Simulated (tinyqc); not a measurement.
Deformation-potential model of the Delta valleys of a conduction band: one step. Effective density of states.

Constants: kB = 8.617333262e-05 eV/K; hbar^2/2m0 = 3.80998211 eV angstrom^2.

Inputs chosen for the exercise (out of a larger set: near those of Si; not measured data): ml = 0.9 m0 (longitudinal mass); mt = 0.183 m0 (transverse mass); T = 300 K (temperature).

shifts dE (meV): x 95.6331, y 95.6331, z -53.5015

Task: Each of the 6 whole valleys has m_d = (ml mt^2)^(1/3) and N = 2 (m_d kT/(4 pi c))^(3/2), c = hbar^2/2m0. Counted from the lowest edge, Nc = N x 2 x sum_i exp(-(dE_i - dE_min)/kT). 1 angstrom^-3 = 1e24 cm^-3.

Give: m_d; N of one valley; Nc under stress; Nc without stress.

Result:

m_d = 0.3112 m0
N of one valley = 4.357e+18 cm^-3
Nc under stress = 8.768e+18 cm^-3
Nc without stress = 2.614e+19 cm^-3

Run: tinyqc, `OMP_NUM_THREADS=1 python tinyqc.py 1081336 1081337 out.jsonl`; Intel(R) Xeon(R) Processor @ 2.30GHz, one thread, shared host; about 0.03 s of CPU time with all checks.
